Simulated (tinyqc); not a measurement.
# Threshold of a short bulk MOSFET: charge sharing, barrier lowering, narrow width: threshold roll-off against channel length

n-channel device on a p-type body, depletion approximation, full ionisation. Uniform doping N = Na. Vbi from Boltzmann statistics is rough for the degenerate source. Cox = eps0 eox/tox.

ni = sqrt(Nc Nv) exp(-Eg/(2 Vt)), Eg in volts; 2 pB = 2 Vt ln(N/ni); flat band Vfb - Vt ln(N/Na); Wd = sqrt(2 eps0 eps_r (2 pB - Vbs)/(q N)); body term q N Wd/Cox; long-channel VT0 = flat band + 2 pB + body term; Vbi = Vt ln(N Nsd/ni^2); scale length l = sqrt((eps_r/eox) tox Wd). Charge sharing (trapezoid; it ignores Vds): F = (xj/L)(sqrt(1 + 2 Wd/xj) - 1), lowering = body term times F. Barrier lowering: th = exp(-L/(2 l)) + 2 exp(-L/l), lowering = th [2 (Vbi - 2 pB) + Vds], DIBL = th. Narrow width: rise = body term times xw Wd/W. VT by each model = VT0 - lowering + rise. DIBL under 0.001 mV/V is printed as 0.

Values chosen for this exercise; band and dielectric values close to those of silicon:
```
symbol,value,unit,meaning
T,300,K,temperature
Eg,1.11,eV,band gap
eps_r,11.9,,relative permittivity
Nc,2.8e19,cm^-3,conduction-band density of states at T
Nv,2.69e19,cm^-3,valence-band density of states at T
eox,3.9,,relative permittivity of the gate insulator (close to silicon dioxide)
tox,1.4,nm,insulator thickness
Na,1.5e17,cm^-3,channel doping
Nsd,1e20,cm^-3,source and drain doping
Vfb,-0.99,V,flat-band voltage for the doping Na
xj,20,nm,junction depth
Vbs,0,V,body-source voltage
Vds,1.2,V,drain-source voltage
W,340,nm,gate width
xw,0.7854,,shape factor of the fringing depletion at the width edges
```

Constants: q = 1.602176634e-19 C, kB = 1.380649e-23 J/K, Vt = kB T/q, eps0 = 8.8541878128e-14 F/cm where lengths are in cm. Results are converted to the units shown.

The same in every row: N (cm^-3) = 1.5000e17; VT0 (V) = -0.065687.

Result of one run:
```
L (nm),L/l,F,DIBL (mV/V),"VT, charge sharing (V)","VT, barrier lowering (V)"
550,28.719,0.076221,0,-0.055472,-0.049096
```

What becomes of these results when the channel length L is changed from 550 to 800 nm, all else the same?

Result of the changed run:
```
L (nm),L/l,F,DIBL (mV/V),"VT, charge sharing (V)","VT, barrier lowering (V)"
800,41.773,0.052402,0,-0.053479,-0.049096
```

The whole series:
```
L (nm),L/l,F,DIBL (mV/V),"VT, charge sharing (V)","VT, barrier lowering (V)"
61,3.1852,0.68723,286.13,-0.10659,-0.48865
88,4.5951,0.47638,120.71,-0.088947,-0.23453
130,6.7882,0.32247,35.825,-0.076072,-0.10413
180,9.3990,0.23290,9.2655,-0.068578,-0.063329
260,13.576,0.16124,1.1296,-0.062584,-0.050831
380,19.842,0.11032,0.049129,-0.058324,-0.049171
550,28.719,0.076221,0,-0.055472,-0.049096
800,41.773,0.052402,0,-0.053479,-0.049096
1100,57.438,0.038110,0,-0.052284,-0.049096
```

VT by barrier lowering rises from -0.489 to -0.0491 V and VT by charge sharing rises from -0.107 to -0.0523 V. DIBL is under 100 mV/V from L = 130 nm on among the rows (th = 0.1 at L/l = 4.92). For L = 61 F exceeds 0.5: the shares of source and drain overlap, and the trapezoid formula no longer holds. For L = 61 DIBL exceeds 250 mV/V, where the barrier formula is rough.

tinyqc, about 0.01 s, one thread, Intel Xeon 2.30GHz (shared host): `OMP_NUM_THREADS=1 python tinyqc.py 2002147 2002148 out.jsonl`
